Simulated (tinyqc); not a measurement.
What each parameter does: two-dimensional electron gas with Rashba and Dresselhaus coupling.

H = c k^2/m + al (ky sx - kx sy) + b1 (kx sx - ky sy) + gam kx ky (kx sy - ky sx), s the Pauli matrices, x = [100], c = hbar^2/2m0, b1 = gam (pi/L)^2 (hard walls). H = c k^2/m + B.s, so E = c k^2/m -/+ |B| and the lower state has its spin along -B.

Constants: hbar^2/2m0 = 3.80998211 eV angstrom^2.

Values chosen for the exercise (of the size met in GaN; shifted at random, so the results belong to these values and not to a real crystal):
- m = 0.203 m0 (mass)
- al = 0.0031 eV angstrom (Rashba constant)
- gam = 0 eV angstrom^3 (bulk Dresselhaus constant)
- L = 202 angstrom (width of the (001) well)
- n = 9.7 1e11/cm^2 (sheet density (one subband filled))

Splittings 2|B| at k0 = sqrt(2 pi n) along [100], [110] and [-110], and E0 = c k0^2/m; 1e11/cm^2 = 1e-5/angstrom^2.

Results for these values:

| case | [100] (meV) | [110] (meV) | [-110] (meV) | E0 (meV) |
|---|---|---|---|---|
| base | 0.1531 | 0.1531 | 0.1531 | 11.44 |

What happens to each result for al = 0.00372 eV angstrom, all else kept?

Answer: [100] rises from 0.1531 to 0.1837; [110] rises from 0.1531 to 0.1837; [-110] rises from 0.1531 to 0.1837; E0 does not change at the printed digits.

The same for each parameter in turn:

| case | [100] (meV) | [110] (meV) | [-110] (meV) | E0 (meV) |
|---|---|---|---|---|
| base | 0.1531 | 0.1531 | 0.1531 | 11.44 |
| m = 0.2233 m0 | 0.1531 | 0.1531 | 0.1531 | 10.40 |
| al = 0.00372 eV angstrom | 0.1837 | 0.1837 | 0.1837 | 11.44 |
| gam = 3 eV angstrom^3 | 0.1572 | 0.1438 | 0.1624 | 11.44 |
| L = 222 angstrom | 0.1531 | 0.1531 | 0.1531 | 11.44 |
| n = 14.55 1e11/cm^2 | 0.1875 | 0.1875 | 0.1875 | 17.16 |

(tinyqc, `OMP_NUM_THREADS=1 python tinyqc.py 1481875 1481876 out.jsonl`, Intel(R) Xeon(R) Processor @ 2.30GHz, 1 thread, shared host, about 0.01 s.)
